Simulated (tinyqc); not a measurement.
# Programming of a floating-gate cell by Fowler-Nordheim tunnelling, step by step

Program tinyqc, `OMP_NUM_THREADS=1 python tinyqc.py 2130032 2130033 out.jsonl`; Intel Xeon 2.30GHz, shared host, one thread, about 0.01 s. Printed values are rounded.

Per tunnel area the floating gate has Ctun = 3.9 eps0/tox to the channel (0 V) and Ccg to the control gate, Ct = Ctun/(1 - ag), no other coupling. With the threshold shift U = -Q/Ccg the field is F = ag (Vg - U)/tox, and dU/dt = J/Ccg. Fowler-Nordheim: J = A F^2 exp(-B/F), A = q^2/(16 pi^2 hbar mo phi) (times 1e14 for A/cm^2 with F in V/nm, emitter mass m0), B = (4/3) sqrt(mo/C) phi^1.5, C = hbar^2/(2 m0).

Parameters, values chosen for the exercise; oxide values close to those of silicon dioxide:
```
symbol  value  unit                       meaning
phi      3.15    eV                tunnel barrier
mo        0.4    m0               tunnelling mass
tox       6.9    nm        tunnel oxide thickness
ag       0.71               coupling ratio Ccg/Ct
ar       9200  nm^2                   tunnel area
Vt0      -1.4     V  threshold shift at the start
Vg        9.9     V          control-gate voltage
dt        1.9    us                     time step
n           9                               steps
```

Constants: q = 1.602176634e-19 C, hbar = 1.054571817e-34 J s, m0 = 9.1093837015e-31 kg, eps0 = 8.8541878128e-14 F/cm where lengths are in cm, hbar^2/(2 m0) = 0.0380998212 eV nm^2. Results are converted to the units shown.

Range of the model: Programming fields of 10 MV/cm and more wear the oxide; trapping and the channel potential are ignored.

## Constants of the cell

A, B, Ccg = ag Ct, the starting field and current, K = A B ag/(Ccg tox), and the knee time t0 = exp(B/F(0))/K.

A = 1.22336e8 A cm^-2 (V/nm)^-2
B = 24.1531 V/nm
Ccg = 1.22525 uF/cm^2
F(0) = 1.16275 V/nm
J(0) = 0.157477 A/cm^2
K = 2.48149e14 1/s
t0 = 4.23253 us
electrons for 1 V of shift = 703.561

## Explicit time steps against the exact solution

U(new) = U + dt J(F(U))/Ccg. Exact: exp(B/F(t)) = exp(B/F(0)) + K t, K = A B ag/(Ccg tox), and U = Vg - tox F/ag.

```
step  t (us)  F (V/nm)  J (A/cm^2)  U by steps (V)  U exact (V)
0          0   1.16275    0.157477        -1.40000     -1.40000
1        1.9   1.13763   0.0952749        -1.15580     -1.20182
2        3.8   1.12242   0.0695674        -1.00806     -1.06189
3        5.7   1.11132   0.0550079        -0.90018     -0.95427
4        7.6   1.10255   0.0455402        -0.81488     -0.86712
5        9.5   1.09528   0.0388625        -0.74426     -0.79407
6       11.4   1.08908   0.0338898        -0.68399     -0.73130
7       13.3   1.08367   0.0300388        -0.63144     -0.67636
8       15.2   1.07888   0.0269667        -0.58486     -0.62755
9       17.1   1.07457   0.0244582        -0.54304     -0.58369
```

The steps run ahead by 46.0 mV after the first and 40.6 mV after the last, as each uses the larger current of its start; the step is 0.45 of the knee time t0. The overshoot lowers the field, so later steps gain less than the exact curve and the error ends smaller than after the first step.
